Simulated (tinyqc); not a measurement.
From results back to parameters: dielectric confinement in a thin film (image charges). Five cases, with inputs chosen for the exercise.

Problem. The self-energy at the centre was computed from a hidden eh.

A film |z| < t/2 of dielectric constant eps between half-spaces of dielectric constant e2; lam = (eps - e2)/(eps + e2), q = e^2/(4 pi eps0). The self-energy of a band edge is taken with the high-frequency value, e2 = eh, and the field of a fixed ion with the static one, e2 = eo. A charge at z has images lam^|n| at n t + (-1)^n z. Its self-energy is S(z) = (q/2 eps) sum over n >= 1 of lam^n [1/(n t - 2z) + 1/(n t + 2z)] for odd n and 2 lam^n/(n t) for even n; at the centre S(0) = -(q/(eps t)) ln(1 - lam).

Constants: e^2/(4 pi eps0) = 14.39964547 eV angstrom.

Find: lam; eh.

Method. lam = 1 - exp(-S(0) eps t/q), and eh = eps (1 - lam)/(1 + lam).

Case 1.

Values chosen: t = 24 angstrom (film thickness); eps = 12 (dielectric constant of the film).
S(0) = 62.6366 meV

Solution.

lam = 0.7143
eh = 2.0

Case 2.

Values chosen: t = 64 angstrom (film thickness); eps = 11.5 (dielectric constant of the film).
S(0) = 22.9883 meV

Solution.

lam = 0.6912
eh = 2.1

Case 3.

Values chosen: t = 62 angstrom (film thickness); eps = 11.8 (dielectric constant of the film).
S(0) = 23.5560 meV

Solution.

lam = 0.6978
eh = 2.1

Case 4.

Values chosen: t = 76 angstrom (film thickness); eps = 11.8 (dielectric constant of the film).
S(0) = 10.9277 meV

Solution.

lam = 0.4937
eh = 4.0

Case 5.

Values chosen: t = 72 angstrom (film thickness); eps = 11.7 (dielectric constant of the film).
S(0) = 11.2113 meV

Solution.

lam = 0.4810
eh = 4.1

Computed by tinyqc, one run a case: `OMP_NUM_THREADS=1 python tinyqc.py N N+1 out.jsonl` with N = 1252601, 1252624, 1252625, 1252652, 1252694; one thread of a shared Intel(R) Xeon(R) Processor @ 2.30GHz, about 0.09 s a run at most.
